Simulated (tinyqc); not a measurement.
# Double-gate transistor below threshold, two-dimensional Poisson equation on a small mesh: several studies

Half of a symmetric double-gate structure: row 0 is the mid-plane of the body, where the normal field vanishes. Mobile charge is neglected (subthreshold), the body is fully depleted, and potentials are counted from the intrinsic level; rows run upward to the gate, columns from source to drain.

Inputs (values chosen for the exercise); semiconductor permittivity made up:
```
symbol  value   unit                                     meaning
T         300      K                                 temperature
eps_r    11.9         relative permittivity of the semiconductor
eox        25             relative permittivity of the insulator
tb          6     nm                     half the body thickness
tox       7.2     nm                         insulator thickness
L          33     nm                              channel length
Na          0  cm^-3       acceptor density of the depleted body
Vbi      0.51      V                     potential of the source
Vfb     -0.09      V                                 gate offset
Vg       -0.1      V                                gate voltage
Vd        0.3      V                               drain voltage
```

Constants: q = 1.602176634e-19 C, kB = 1.380649e-23 J/K, Vt = kB T/q, eps0 = 8.8541878128e-14 F/cm where lengths are in cm. Results are converted to the units shown.

Each table varies one quantity; the others keep the values above.

## Effect of the channel length

Mesh: rows i = 0..12 in the semiconductor (step hs = tb/12, row 12 on the interface), then 8 step(s) ho = tox/8 up to the gate row 20; columns j = 0..80 (step hy = L/80). Box integration, divided by eps0: up_i = eps hy/h of the interval above row i, dn_i = that of the interval below (0 for row 0), lat_i = (sum of eps h/2 over the intervals above and below)/hy, s_i = -q Na w_i hy/eps0 with w_i the semiconductor height of the box (hs/2 for row 0 and the interface row, hs between, 0 in the insulator). Each free node obeys (up + dn + 2 lat) psi = up psi(above) + dn psi(below) + lat [psi(left) + psi(right)] + s. Fixed values: gate row Vg - Vfb; column 0 at Vbi and the last column at Vbi + Vd in the semiconductor, each running linearly to Vg - Vfb across the insulator. The system is solved directly. On row 0 the minimum of psi and its place come from a parabola through the three lowest nodes; barrier = Vbi - minimum, swing = Vt ln 10/(d psi/dVg), DIBL = (d psi/dVd)/(d psi/dVg) there. Lambda = pi/k with k the smallest positive root of tan(k tox) tan(k tb) = eox/eps_r.

Effect of the channel length:
```
L (nm)  L/Lambda  barrier (V)  place y/L  swing (mV/decade)  DIBL (mV/V)
19        0.8833       0.1561     0.3948              143.1        482.9
24         1.116       0.2547     0.4264              102.7        267.8
29         1.348       0.3312     0.4426              84.78        160.8
35         1.627       0.3964     0.4540              73.91        92.81
42         1.953       0.4453     0.4623              67.46        51.48
51         2.371       0.4811     0.4692              63.41        25.25
62         2.882       0.5025     0.4748              61.21        10.96
75         3.487       0.5132     0.4792              60.17        4.185
```

As L goes from 19 to 75 nm, the barrier rises from 0.156 to 0.513 V, the swing falls from 143 to 60.2 mV a decade and DIBL falls from 483 to 4.18 mV/V; the ideal swing is 59.5. L/Lambda goes from 0.88 to 3.5. Between the last two rows DIBL decays with a length of 13.5 nm; 2 Lambda/pi is 13.7 nm.

## Effect of the insulator thickness

Same model as above.

Results:
```
tox (nm)  L/Lambda  barrier (V)  place y/L  swing (mV/decade)  DIBL (mV/V)
2.9          2.193       0.4647     0.4666              65.19        36.85
4            2.003       0.4457     0.4632              67.40        51.12
5.5          1.765       0.4153     0.4577              71.26        75.91
7.6          1.486       0.3684     0.4491              78.21        120.0
14          0.9650       0.2355     0.4176              108.6        301.0
```

Estimate the missing row, tox = 10 nm.

Computed row:
```
tox (nm)  L/Lambda  barrier (V)  place y/L  swing (mV/decade)  DIBL (mV/V)
10           1.242       0.3146     0.4381              88.11        181.2
```

With this row back in the table: As tox goes from 2.9 to 14 nm, the barrier falls from 0.465 to 0.235 V, the swing rises from 65.2 to 109 mV a decade and DIBL rises from 36.8 to 301 mV/V; the ideal swing is 59.5. L/Lambda goes from 2.2 to 0.96.

## Effect of the drain voltage

Same model as above.

Results:
```
Vd (V)  L/Lambda  barrier (V)  place y/L  swing (mV/decade)  DIBL (mV/V)
0.05       1.534       0.4010     0.4901              76.19        133.3
0.25       1.534       0.3819     0.4576              76.61        114.4
0.45       1.534       0.3652     0.4326              77.28        102.0
0.85       1.534       0.3366     0.3949              78.96        86.44
1.05       1.534       0.3241     0.3800              79.87        81.10
```

Estimate the missing row, Vd = 0.65 V.

Computed row:
```
Vd (V)  L/Lambda  barrier (V)  place y/L  swing (mV/decade)  DIBL (mV/V)
0.65       1.534       0.3502     0.4122              78.09        93.17
```

With this row back in the table: As Vd goes from 0.05 to 1.05 V, the barrier falls from 0.401 to 0.324 V, the swing rises from 76.2 to 79.9 mV a decade and DIBL falls from 133 to 81.1 mV/V; the ideal swing is 59.5. The barrier top moves from y/L = 0.490 to 0.380, towards the source.

Program tinyqc, `OMP_NUM_THREADS=1 python tinyqc.py 2480049 2480050 out.jsonl`; Intel Xeon 2.30GHz, shared host, one thread, about 0.1 s.
